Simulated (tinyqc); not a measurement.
Harmonic frequencies on the RHF/sto-6g surface (energies and gradients from PySCF), for BeH+, spin multiplicity 1, step by step. One step of it, computed by the program tinyqc.

Question. One row of the Hessian: 1Bez. Displace 1Bez by +/-0.002 bohr; H(k, :) = (g(+) - g(-)) / (2 delta).

optimised positions (bohr):
```
            x         y          z
1Be  0.000000  0.000000  -0.146653
2H   0.000000  0.000000   2.338736
```

gradient at +delta (hartree/bohr):
```
              x           y            z
1Be  0.00000000  0.00000000   0.00043877
2H   0.00000000  0.00000000  -0.00043877
```

gradient at -delta (hartree/bohr):
```
              x           y            z
1Be  0.00000000  0.00000000  -0.00043495
2H   0.00000000  0.00000000   0.00043495
```

Give: row of the Hessian.

Answer.

row of the Hessian (hartree/bohr^2): 1Bex 0.000000, 1Bey 0.000000, 1Bez 0.218430, 2Hx 0.000000, 2Hy 0.000000, 2Hz -0.218430
